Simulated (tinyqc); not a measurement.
Undoped symmetric double-gate MOSFET, analytic potential model: two steps of the calculation.

An undoped body of thickness ts between two equal insulators and tied gates; long channel, electrons only, n = ni exp((psi - V)/Vt) with V the quasi-Fermi potential (0 at the source, Vd at the drain), constant mobility, no quantisation. Across the body psi(x) = V - 2 Vt ln[(ts/(2 beta)) sqrt(q ni/(2 eps0 eps_r Vt)) cos(2 beta x/ts)], x from the centre. Q is the electron charge per area of the whole body.

Parameters, values chosen for the exercise; material values close to those of silicon: temperature T = 350 K; relative permittivity of the semiconductor eps_r = 11.9; body thickness ts = 12 nm; channel mobility mu = 190 cm^2/(V s); gate length L = 2 um; gate voltage Vg = 1.2 V; drain voltage Vd = 0.3 V.

Constants: q = 1.602176634e-19 C, kB = 1.380649e-23 J/K, Vt = kB T/q, eps0 = 8.8541878128e-14 F/cm where lengths are in cm. Results are converted to the units shown.

Question 1. beta at the source by Newton steps. With V = 0: f = ln(beta) - ln(cos beta) + 2 r beta tan(beta) - (Vg - V0)/(2 Vt); f' = 1/beta + tan(beta) + 2 r [tan(beta) + beta/cos^2(beta)]; beta(new) = beta - f/f'.

beta at the start = 1.4
r = 0.58872032
V0 = 0.45136074 V

Wanted: f; f'; beta after iteration 1.

Answer 1.

f = -0.7449
f' = 70.40
beta after iteration 1 = 1.411

Question 2. Charges and drain current. beta (between 0 and pi/2) solves (Vg - V0 - V)/(2 Vt) = ln(beta) - ln(cos beta) + 2 r beta tan(beta). Q = 8 eps0 eps_r Vt beta tan(beta)/ts; I = mu (1/L)(4 eps0 eps_r/ts)(2 Vt)^2 [g(beta_s) - g(beta_d)] per width, g = beta tan(beta) - beta^2/2 + r beta^2 tan^2(beta), with beta_s at V = 0 and beta_d at V = Vd.

beta_s = 1.4099957
beta_d = 1.3110054
r = 0.58872032

Find: Qs; Qd; g(beta_s); g(beta_d); I.

Answer 2.

Qs = 1841.7 nC/cm^2
Qd = 1045.0 nC/cm^2
g(beta_s) = 52.186
g(beta_d) = 18.395
I = 41.024 uA/um

The term r beta^2 tan^2(beta), which gives the square law, makes up 85.2 % of g at the source.

tinyqc, about 0.03 s, one thread, Intel Xeon 2.30GHz (shared host): `OMP_NUM_THREADS=1 python tinyqc.py 2440118 2440119 out.jsonl`
